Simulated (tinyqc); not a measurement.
# Heisenberg magnet: exchange from energy differences, ordering vector, linear spin waves and ordering temperature, step by step

A worked calculation. Computed by tinyqc, a small Python program that keeps every step. Command: `OMP_NUM_THREADS=1 python tinyqc.py 3013181 3013182 out.jsonl magnon walk`. One thread of a shared host (Intel(R) Xeon(R) Processor @ 2.30GHz), about 0.09 s of CPU time with the checks. Intermediate numbers are printed to about 6 digits and carried at full precision; extremes and crossings named in words are read from the listed rows.

H = -sum over pairs <ij> J_ij S_i.S_j - K sum_i (S_i^z)^2, each pair once, J > 0 ferromagnetic. First neighbours: 12 at a (0.5, 0.5, 0), second: 6 at a (1, 0, 0), with all permutations and signs.

Inputs (values chosen for the exercise, for a model magnet): exchange J1 = 30.7 meV; exchange J2 = -4.8 meV; spin S = 0.5; single-ion anisotropy K = 1.4 meV; lattice constant a = 3.42 angstrom; mesh divisions n = 16; temperature T = 210 K.

Lattice: fcc. Order: ferromagnetic.

wave vector q (2 pi/a): [0.35, 0.37, 0.38]

Constants: h x 1 THz = 4.135667696 meV; k_B = 8.617333262e-05 eV/K.

## Energies of ordered states

J(q) = J1 g1(q) + J2 g2(q), g_s(q) = sum over shell s of cos(q.R). A classical spiral or collinear state of wave vector Q has the exchange energy -(S^2/2) J(Q) per site.

States, Q in 2 pi/a:
```
Q                  g1  g2  energy (meV/site)
G (0, 0, 0)        12   6             -42.45
X (1, 0, 0)        -4   6              18.95
L (0.5, 0.5, 0.5)   0  -6              -3.60
W (1, 0.5, 0)      -4   2              16.55
```

The lowest of these is G (0, 0, 0), 38.850 meV per site below L (0.5, 0.5, 0.5).

## Back from energy differences to J1 and J2

Subtract the first row of the table from the second and third: dE = -(S^2/2)(dg1 J1 + dg2 J2), two equations for two unknowns, as in mapping total energies onto a spin model.

coefficients, columns J1, J2:
$$\begin{pmatrix}
2.0 & 0.0 \\
1.5 & 1.5
\end{pmatrix}$$

energy differences (meV/site): [61.40, 38.85]

J1, J2 (meV): [30.7, -4.8]

## Magnon energy at q

g_s(q) = sum over shell s of cos(q.R), z1 = g1(0). E(q) = S [J(0) - J(q)] + (2S - 1) K, J(q) = J1 g1 + J2 g2. The factor 2S - 1 removes the anisotropy for S = 1/2.

g1(q) = 1.97451

g2(q) = -4.00260

E(q) = 129.885 meV

frequency = 31.4061 THz

## Long waves and the gap

sum R_x^2 over the shells is s1 = 2 a^2 and s2 = 2 a^2. E = gap + D q^2 with D = (S/2)(J1 s1 + J2 s2) and gap = (2S - 1) K.

stiffness D = 151.468 meV angstrom^2

gap = 0 meV

For S = 1/2 there is no gap.

## Dispersion

The formulas are those given above.

Energies (meV); X = (1, 0, 0), L = (0.5, 0.5, 0.5) in 2 pi/a:
```
line  fraction of the way     E(q)  gap + D q^2
G-X                  0.10    5.094        5.112
G-X                  0.25   31.167       31.953
G-X                  0.50  113.200      127.811
G-X                  0.75  204.833      287.576
G-X                  1.00  245.600      511.246
G-L                  0.10    3.803        3.834
G-L                  0.25   22.758       23.965
G-L                  0.50   77.700       95.859
G-L                  0.75  132.642      215.682
G-L                  1.00  155.400      383.434
```

At the end of the G-X rows the long-wave form is 2.08 times the true energy. At the end of the G-L rows the long-wave form is 2.47 times the true energy. It holds to 5 % in 3 of the ten rows; nearer the zone boundary the cosine flattens the band.

## Loss of moment

Mesh: q = sum_i (m_i + 1/2)/n b_i, m_i = 0..n-1, b = [[-1, 1, 1], [1, -1, 1], [1, 1, -1]] in 2 pi/a; <..> is the mean over the mesh. n = 1/(exp(E/(k_B T)) - 1); no zero-point loss; thermal loss <n>; moment = S less the losses.

zero-point loss = 0

thermal loss = 0.0228510

moment <S^z> = 0.477149

The thermal loss is 4.57 % of S. Caution: doubling the mesh changes the thermal sum by more than 3 %, so it is not fully converged.

## Ordering temperature

K left out. Mean field: k_B T = S (S + 1) J(Q)/3 at the ordering vector Q; random-phase (Tyablikov): k_B T = [S (S + 1)/3] / <1/(J(Q) - J(q))>; Curie-Weiss theta = S (S + 1) J(0)/(3 k_B).

mean-field ordering temperature = 985.224 K

random-phase ordering temperature = 722.421 K

Curie-Weiss temperature = 985.224 K

The random-phase value is 0.73 of mean field, since it weights the soft long waves (a harmonic mean of J(Q) - J(q) in place of the arithmetic one); on this mesh it lies slightly high.

Checks made by the program: the long-wave formula against the dispersion (relative difference 4e-07).
